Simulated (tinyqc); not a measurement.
# MOS structure on a p-type body, non-linear Poisson equation by Newton steps: what changes with what

One dimension, insulator interface at x = 0, acceptor density Na, uniform, net doping C = -(acceptor density). psi is counted from the intrinsic level: n = ni exp((psi - Vb)/Vt), p = ni exp(-psi/Vt); deep in the body psi_b = -Vt ln(Na/ni). The gate acts through Cox = eps0 eox/tox and has the potential psi_G = Vg - (phiM - chi - Vt ln(Nc/ni)). Boltzmann statistics, full ionisation, classical densities, no oxide or interface charge.

Inputs (values chosen for the exercise); band and dielectric values close to those of silicon:
```
symbol    value   unit                                                                 meaning
T           300      K                                                             temperature
Eg         1.11     eV                                                                band gap
eps_r      11.6                                                          relative permittivity
Nc      2.76e19  cm^-3                                  conduction-band density of states at T
Nv      2.64e19  cm^-3                                     valence-band density of states at T
chi        4.02     eV                                                       electron affinity
Na       7.1e15  cm^-3                                       acceptor density deep in the body
eox         3.9         relative permittivity of the gate insulator (close to silicon dioxide)
tox         8.5     nm                                                     insulator thickness
phiM       4.47     eV                                                      gate work function
Vb            0      V                         electron quasi-Fermi potential against the body
```

Constants: q = 1.602176634e-19 C, kB = 1.380649e-23 J/K, Vt = kB T/q, eps0 = 8.8541878128e-14 F/cm where lengths are in cm. Results are converted to the units shown.

Each table varies one quantity; the others keep the values above.

## Charge and capacitance against gate voltage

ni = sqrt(Nc Nv) exp(-Eg/(2 Vt)), Eg in volts. The Poisson equation d/dx(eps0 eps_r dpsi/dx) = -q (p - n + C), with eps0 eps_r dpsi/dx = -Cox (psi_G - psi_0) at x = 0, is solved on a mesh of about 600 nodes or more. N_inv is the integral of n less its value deep in the body. C_LF = Cox (1 - dpsi_0/dVg) with all carriers following; C_HF is the same with the electron quasi-Fermi level shifting uniformly so that N_inv stays fixed. The centroid is that of the same excess.

Charge and capacitance against gate voltage:
```
Vg (V)	psi_0 - psi_b (V)	N_inv (cm^-2)	C_LF/Cox	C_HF/Cox	centroid (nm)
-0.01	0.368	3.43e4	0.0923	0.0923	10.3
0.15	0.514	8.16e6	0.0785	0.0784	8.35
0.31	0.662	2.12e9	0.0955	0.0695	7.19
0.46	0.767	9.77e10	0.569	0.0654	6.09
0.62	0.813	3.83e11	0.804	0.0649	4.87
0.78	0.838	7.24e11	0.875	0.0649	4.04
0.94	0.855	1.09e12	0.908	0.0650	3.47
1.1	0.868	1.46e12	0.928	0.0650	3.06
```

What does the comparison show?

N_inv goes from 34300 to 1.46e12 cm^-2 and passes 2e11 cm^-2 at Vg = 0.524 V. Below threshold it takes 66.3 mV a decade between Vg = 0.15 and 0.31 V, against Vt ln 10 = 59.5 mV. C_LF/Cox is lowest, 0.0785, at Vg = 0.15 V among the rows listed and ends at 0.928, while C_HF/Cox ends at 0.0650. Between the last two rows q dN_inv/dVg is 0.918 Cox.

## Effect of the insulator thickness on threshold, swing and body effect

VT is the Vg at which N_inv = 2e11 cm^-2. m = 1/(dpsi_0/dVg) at N_inv = 1e8 cm^-2; the swing is the Vg between N_inv = 1e8 and 1e9 cm^-2; body coefficient [VT(Vb + 0.05 V) - VT(Vb)]/0.05 V - 1.

The same in every row: psi_0 - psi_b at VT (V) = 0.790.

Result of one run:
```
tox (nm)	VT (V)	m - 1	swing (mV/decade)	body coefficient
2.1	0.387	0.0201	62.2	0.0299
```

What becomes of these results when the insulator thickness tox is changed from 2.1 to 14 nm, all else the same?

Result of the changed run:
```
tox (nm)	VT (V)	m - 1	swing (mV/decade)	body coefficient
14	0.642	0.134	69.4	0.127
```

The whole series:
```
tox (nm)	VT (V)	m - 1	swing (mV/decade)	body coefficient
2.1	0.387	0.0201	62.2	0.0299
3.1	0.409	0.0297	62.8	0.0380
4.6	0.441	0.0440	63.7	0.0502
6.7	0.486	0.0641	65.0	0.0673
9.9	0.554	0.0947	66.9	0.0934
14	0.642	0.134	69.4	0.127
21	0.791	0.201	73.6	0.184
```

As tox goes from 2.1 to 21, VT rises from 0.387 to 0.791 V, the swing rises from 62.2 to 73.6 mV/decade and the body coefficient rises from 0.0299 to 0.184. The swing stays within 2.9 % of m Vt ln 10, and the body coefficient within 0.017 of m - 1.

Numbers from tinyqc (`OMP_NUM_THREADS=1 python tinyqc.py 2080092 2080093 out.jsonl`; about 0.3 s on one thread of a shared Intel Xeon 2.30GHz).
